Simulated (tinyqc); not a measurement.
## Via and link resistance from two via chains

Inverse problem. A chain of 1000 vias joined by 1000 metal links has R = 1000 (Rv + Rlink), with Rlink proportional to the link length. Find Rv, Rlink for length L, and the value of Rv that the short chain would give if the links were ignored.

resistance of chains of 1000 links with link lengths L and 3 L (ohm): 52000  88000

Answer. R per link is a straight line in the link length; its intercept at zero length is Rv.

Rv = 34.00 ohm
Rlink = 18.00 ohm
Rv without correction = 52.00 ohm

Numbers from tinyqc (`OMP_NUM_THREADS=1 python tinyqc.py 2750154 2750155 out.jsonl`; about 0.01 s on one thread of a shared Intel Xeon 2.30GHz).
